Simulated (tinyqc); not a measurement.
## Screening length from the swing

Inverse problem. In a simple model of a Schottky-barrier transistor a barrier thinner than d = 4.6 nm is transparent, so the effective barrier is pn - psi (1 - exp(-d/lam)) and the swing beyond flat band is Vt ln 10/(1 - exp(-d/lam)). Find the thermionic swing, lam, and the effective barrier at psi = 0.2 V.

Inputs (values chosen for the exercise): temperature T = 300 K; barrier for electrons at both contacts pn = 0.12 eV.

Constants: q = 1.602176634e-19 C, kB = 1.380649e-23 J/K, Vt = kB T/q. Results are converted to the units shown.

swing in the tunnelling range = 64.537724 mV/decade

Solution. The ratio of the two swings is 1 - exp(-d/lam).

Vt ln 10 = 59.53 mV/decade
lam = 1.800 nm
effective barrier = -0.06447 eV

tinyqc, about 0.2 s, one thread, Intel Xeon 2.30GHz (shared host): `OMP_NUM_THREADS=1 python tinyqc.py 2390019 2390020 out.jsonl`
